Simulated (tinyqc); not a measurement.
## Exponent and activation energy from three stresses

Inverse problem. Oxide breakdown follows t63 = a V^(-n) exp(Ea q/(kB T)). Find n, Ea and the E-model slope gamma = n/E (cm/MV) at the higher voltage, E = V/tox.

Parameters, values chosen for the exercise: oxide thickness tox = 5.9 nm.

Constants: q = 1.602176634e-19 C, kB = 1.380649e-23 J/K. Results are converted to the units shown.

t63 at (5.35 V, 373 K), (7.05 V, 373 K) and (7.05 V, 398 K) (s): 91895.077  2.7134173  0.80782285

Answer. The two voltages give n and the two temperatures Ea.

n = 37.8
Ea = 0.620 eV
gamma = 3.16 cm/MV

Numbers from tinyqc (`OMP_NUM_THREADS=1 python tinyqc.py 2070080 2070081 out.jsonl`; about 0.01 s on one thread of a shared Intel Xeon 2.30GHz).
